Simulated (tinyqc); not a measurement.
# Reflectance at normal incidence against thickness

Normal incidence on air, film (n1) and substrate (N2 = n2 - i k2): r01 = (1 - n1)/(1 + n1), r12 = (n1 - N2)/(n1 + N2), amplitude (r01 + r12 X)/(1 + r01 r12 X), X = exp(-4 pi i n1 d/lam), R its squared modulus, phase from 0 to 360 degrees.

Parameters, values chosen for the exercise:
```
symbol   value  unit                                  meaning
lam        800    nm                               wavelength
n1       2.009                  index of the transparent film
n2       3.692                         index of the substrate
k2      0.0065        extinction coefficient of the substrate
```

Reflectance at normal incidence against thickness:
```
d (nm)   R (%)  phase of the reflected amplitude (degrees)
0        32.92                                       179.9
25       29.48                                       162.6
50       19.61                                       144.1
75       6.653                                       125.3
100     0.2017                                       187.0
125      7.160                                       234.0
150      20.14                                       215.1
175      29.77                                       196.6
200      32.91                                       179.3
```

R goes from 32.9 through a minimum of 0.202 (at d = 100 nm among the rows listed) to 32.9 %. At a quarter wave, d = 99.6 nm, R = 0.198 %; for a transparent substrate it would vanish for n1 = sqrt(n2) = 1.92.

tinyqc, about 0.01 s, one thread, Intel Xeon 2.30GHz (shared host): `OMP_NUM_THREADS=1 python tinyqc.py 2870196 2870197 out.jsonl`
